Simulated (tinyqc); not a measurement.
ESD clamp with bipolar snapback, compact model and design window: one step of the calculation.

The drain junction multiplies the current that enters it: Igen = (M - 1)(Ic + I0), M = 1/(1 - (Vj/BV)^n). The generated holes leave through the substrate resistance and the base of the parasitic npn: Igen = Vb/Rb + Ic/be, Ic = Is exp(Vb/Vt). Terminal current I = Ic + I0 + Igen and voltage V = Vj + I Ro, per width. Isothermal, constant gain.

Problem. Design window and human-body level. Human-body model: 100 pF through 1500 ohm, peak current about (level - Vt2)/1500 ohm, decay time 150 ns. All fingers turn on before the first fails if Vt2 > Vt1; then the clamp carries Nf Wf It2, otherwise in the worst case Wf It2. Margins: Vh - 1.1 Vdd against latching in operation, Vox - max(Vt1, Vt2) for the protected oxide.

Inputs (values chosen for the exercise); values close to those of grounded-gate n-channel clamps: failure current for 100 ns It2 = 10.7 mA/um; finger width Wf = 20 um; number of fingers Nf = 8; human-body-model level Lv = 1 kV; oxide breakdown voltage for 100 ns Vox = 13.1 V; supply voltage Vdd = 1.8 V.

Vt1 = 11.702100 V
Vh = 9.1876891 V
Vt2 = 11.170474 V

Give: peak current; current the clamp carries; level it withstands; holding margin; oxide margin.

Solution.

peak current = 0.6592 A
current the clamp carries = 0.2140 A
level it withstands = 0.3322 kV
holding margin = 7.208 V
oxide margin = 1.398 V

Uniform turn-on is not assured; the clamp fails the level. Both margins are positive.

tinyqc, about 0.01 s, one thread, Intel Xeon 2.30GHz (shared host): `OMP_NUM_THREADS=1 python tinyqc.py 2670062 2670063 out.jsonl`
